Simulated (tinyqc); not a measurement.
Hall factor, magnetoresistance and optical conductivity for a power-law relaxation time: one step, computed by the program tinyqc. Command: `OMP_NUM_THREADS=1 python tinyqc.py 3030627 3030628 out.jsonl magneto walk`. One thread of a shared host (Intel(R) Xeon(R) Processor @ 2.30GHz), about 0.01 s of CPU time with the checks.

One spherical parabolic band, tau(E) = tau_0 x^s with x = E/(k_B T). Landau quantisation is left out.

Task: Density and moments of tau. <y> = int y x^(3/2) f (1 - f) dx / int x^(3/2) f (1 - f) dx, f = 1/(1 + exp(x - eta)). Integrals over x = E/(k_B T) use 160 Gauss-Legendre points in u = sqrt(x) from 0 to sqrt(max(eta, 0) + 45). n = (2 m k_B T)^(3/2)/(3 pi^2 hbar^3) int x^(3/2) f (1 - f) dx; moments in units of tau_0.

Inputs (values chosen for the exercise, with a mass close to that of electrons in germanium):
```
quantity,value,unit
effective mass m,0.12,m_0
exponent s,-0.25,-
reduced Fermi level eta,-8,-
temperature T,150,K
```

Constants: m_0 = 9.1093837015e-31 kg; k_B = 1.380649e-23 J/K; hbar = 1.054571817e-34 J s.

Give: density n; <tau>/tau_0; <tau^2>/tau_0^2; <tau^3>/tau_0^3; <1/tau> tau_0.

Result:

density n = 1.237e+14 1/cm^3

<tau>/tau_0 = 0.8523

<tau^2>/tau_0^2 = 0.7522

<tau^3>/tau_0^3 = 0.6913

<1/tau> tau_0 = 1.210
